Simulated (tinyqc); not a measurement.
What each parameter does: donor level screened by free carriers (Yukawa potential).

Screening wave number: Debye ks^2 = 4 pi q n/(eps kB T); Thomas-Fermi ks^2 = 6 pi q n/(eps EF) with EF = c (3 pi^2 n/gv)^(2/3)/m, c = hbar^2/2m0; the two are joined by 1/ks^2 = sqrt(1/ks_D^4 + 1/ks_TF^4). 1e18/cm^3 = 1e-6/angstrom^3, q = e^2/(4 pi eps0).

Potential -(q/(eps r)) exp(-ks r), q = e^2/(4 pi eps0). In units Ry* = Ry m/eps^2 and a* = a0 eps/m the problem is [-Laplacian - 2 exp(-x r)/r] psi = E psi with x = ks a*.

Converged values use 18 functions exp(-z r), z = 1.55^i, i = -11 to 6: S = 2/A^3, H = z_i z_j S - 2/(A + x)^2, A = z_i + z_j.

Constants: e^2/(4 pi eps0) = 14.39964547 eV angstrom; kB = 8.617333262e-05 eV/K; hbar^2/2m0 = 3.80998211 eV angstrom^2; Ry = 13.60569312 eV; a0 (Bohr radius) = 0.5291772105 angstrom.

Inputs chosen for the exercise (near those of a donor in GaAs, with one mean mass; the results hold for these values, not for the real material):
```
symbol  value  unit         meaning
m       0.07   m0           mass
eps     13.1                dielectric constant
gv      1                   valleys
T       77     K            temperature
n       0.014  x 1e18/cm^3  free-carrier density
```

Ry* = Ry m/eps^2, a* = a0 eps/m, x = ks a* with the joined ks; converged binding.

Results for these values:
```
case,1/ks (angstrom),x,binding in Ry*,binding (meV)
base,189.4,0.523,0.276,1.53
```

What happens to each result for n = 0.021 x 1e18/cm^3, all else kept?

Answer: 1/ks falls from 189.4 to 156.9; x rises from 0.523 to 0.631; binding in Ry* falls from 0.276 to 0.189; binding falls from 1.53 to 1.05.

The same for each parameter in turn:
```
case,1/ks (angstrom),x,binding in Ry*,binding (meV)
base,189.4,0.523,0.276,1.53
n = 0.021 x 1e18/cm^3,156.9,0.631,0.189,1.05
T = 47 K,153.0,0.647,0.178,0.99
m = 0.078 m0,188.6,0.471,0.323,2.00
eps = 12.1,182.0,0.503,0.294,1.91
gv = 2,186.9,0.530,0.270,1.50
```

tinyqc: `OMP_NUM_THREADS=1 python tinyqc.py 1281713 1281714 out.jsonl`; about 0.01 s, one thread, shared Intel(R) Xeon(R) Processor @ 2.30GHz.
